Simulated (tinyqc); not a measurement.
Ballistic conductance of a hard-wall wire of rectangular section by counting modes: two steps of the calculation.

Subband edges E_(a,b) = (C pi^2/m) [(a/W)^2 + (b/Hh)^2], a, b = 1, 2, ...; C = hbar^2/(2 m0). Every mode transmits fully; spin gives the factor 2 in 2 q^2/h, valleys the factor gv.

Inputs (values chosen for the exercise): temperature T = 77 K; mass m = 0.25 m0; valleys gv = 1; Fermi energy above the bulk band edge Ef = 0.102 eV; width W = 8.9 nm; height Hh = 8.8 nm; highest subband edge listed Et = 0.129 eV.

Constants: q = 1.602176634e-19 C, kB = 1.380649e-23 J/K, hbar = 1.054571817e-34 J s, h = 6.62607015e-34 J s, m0 = 9.1093837015e-31 kg, Vt = kB T/q, hbar^2/(2 m0) = 0.0380998212 eV nm^2. Results are converted to the units shown.

Problem 1. Subband edges and their occupation. List the edges below Et; each adds its degeneracy times f = 1/(1 + exp((E_n - Ef)/Vt)) to the thermal mode count.

Wanted: edge; degeneracy; f.

Solution 1.

```
mode  edge (eV)  degeneracy       f
1,1     0.03841           1  0.9999
2,1     0.09538           1  0.7306
1,2     0.09668           1  0.6903
```

Problem 2. Conductance and ballistic resistance. G = (2 q^2/h) gv M; at zero temperature M counts the edges below Ef, at T it is the sum of degeneracy times f. The smooth (Sharvin) count is kF^2 A/(4 pi), kF = sqrt(m Ef/C), A = W Hh, perimeter p = 2 (W + Hh), and with the boundary term kF^2 A/(4 pi) - kF p/(4 pi). The sum runs over the edges listed.

```
mode    edge (eV)  degeneracy           f
1,1   0.038412070           1  0.99993113
2,1   0.095379144           1  0.73062898
1,2   0.096681207           1  0.69031338
```

Find: M at zero temperature; M at T; G; resistance 1/G; smooth count.

Solution 2.

M at zero temperature = 3
M at T = 2.421
G = 187.6 uS
resistance 1/G = 5.331 kohm
smooth count = 4.171

The smooth count is 72 % above M at T. With the boundary term it is 1.87.

Computed by the program tinyqc: `OMP_NUM_THREADS=1 python tinyqc.py 2740121 2740122 out.jsonl`, one thread of a shared Intel Xeon 2.30GHz, about 0.5 s for the whole run.
